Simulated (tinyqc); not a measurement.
From results back to parameters: Slater-Koster d bands of an fcc metal. Two cases, with inputs chosen for the exercise.

Problem. In an fcc d band with nearest neighbours E(t2g, Gamma) = 3 dds + 4 ddp + 5 ddd, E(eg, Gamma) = 1.5 dds + 6 ddp + 4.5 ddd, and at X = (1,0,0) the yz state has 3 dds - 4 ddp - 3 ddd. The three levels come from hidden integrals.

Find: dds, ddp, ddd.

Method. Three linear equations: the first less the third is 8 (ddp + ddd); twice the second less the first is 8 ddp + 4 ddd; their difference gives ddd.

Case 1.

levels (eV): t2g Gamma -0.4080, eg Gamma 0.4620, yz at X -1.5760

Solution.

dds, ddp, ddd (eV): -0.317  0.187  -0.041

Case 2.

levels (eV): t2g Gamma -0.5720, eg Gamma 2.1360, yz at X -5.3000

Solution.

dds, ddp, ddd (eV): -0.969  0.620  -0.029

Computed by tinyqc, one run a case: `OMP_NUM_THREADS=1 python tinyqc.py N N+1 out.jsonl` with N = 1450771, 1450785; one thread of a shared Intel(R) Xeon(R) Processor @ 2.30GHz, about 0.06 s a run at most.
